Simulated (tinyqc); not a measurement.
Worked calculation: quasiparticle equation with a plasmon-pole self-energy for two band edges. Values are carried at full precision from step to step, so a last printed digit may differ when a step is redone from the rounded ones.

For each edge E = e + X + Sc(E), with the correlation part Sc(E) = A[0]/(E - a + w) + A[1]/(E - b - w); a and b are the valence and conduction energies that enter the Green function (a = ev, b = ec in the one-shot scheme). Z = 1/(1 - dSc/dE), dSc/dE = -A[0]/(E - a + w)^2 - A[1]/(E - b - w)^2.

Parameters, chosen for this exercise (scales of the order of those of AlN; not measured data):
```
symbol  value         unit  meaning
ev      0             eV    mean-field valence top
ec      4.08          eV    mean-field conduction edge
w       18.5          eV    pole energy
Av      (45.8, 27.8)  eV^2  weights of the valence state on the hole and electron poles
Ac      (24, 48.8)    eV^2  the same for the conduction state
Xv      -2.73         eV    exchange minus the mean-field potential, valence
Xc      2.41          eV    the same, conduction
```

## Linearised one-shot correction

Evaluate Sc and its slope at the mean-field energy; E = e + Z (X + Sc).

Terms:
```
edge,Sc (eV),dSc/dE,Z,X + Sc (eV),E (eV)
valence,1.2445,-0.1883,0.8415,-1.4855,-1.2501
conduction,-1.5750,-0.1897,0.8406,0.8350,4.7819
```

gap = 6.0320 eV
gap with Z = 1 = 6.4006 eV

The gap opens by 1.952 eV, 64 % of it by lowering the valence top. Setting Z = 1 would overshoot by 0.369 eV.

## Solving the equation for the conduction edge

Newton steps on f(E) = E - ec - Xc - Sc(E) from E = ec; the first step is the linearised result.

Iterates:
```
step,E (eV),Sc (eV),f (eV)
0,4.08000,-1.57495,-0.835050
1,4.78192,-1.71103,0.002951
2,4.77946,-1.71054,0.000000
3,4.77946,-1.71054,0.000000
```

The linearisation errs by +2.5 meV, as the shift is only 0.038 of the pole energy.

## All solutions for the valence state

Multiplying out gives a cubic; give its three roots and their weights Z.

roots (eV): -21.085  -1.243  23.678

weights: 0.1271  0.8314  0.0415

The weights add up to 1. The satellite below lies 19.84 eV from the main peak, 7 % more than w: this scheme places plasmon satellites too far out, and gives one where a cumulant form gives a series.

## Updating the energies in the Green function

Solve both equations exactly, put the results in place of a and b, and repeat five times; w is kept.

Cycles (eV):
```
cycle,Ev,Ec,gap
1,-1.2430,4.7795,6.0224
2,-1.3658,4.8229,6.1887
3,-1.3781,4.8241,6.2022
4,-1.3795,4.8238,6.2033
5,-1.3797,4.8237,6.2034
```

The update moves the gap by +181 meV from the one-shot value; each cycle shrinks the change to about 0.08 of the one before.

## Checks

- Sum of the weights of the three roots: both 1.000000.
- Newton result against the root by bisection (eV): both 4.77946.

(tinyqc, `OMP_NUM_THREADS=1 python tinyqc.py 1850858 1850859 out.jsonl`, Intel(R) Xeon(R) Processor @ 2.30GHz, 1 thread, shared host, about 0.02 s.)
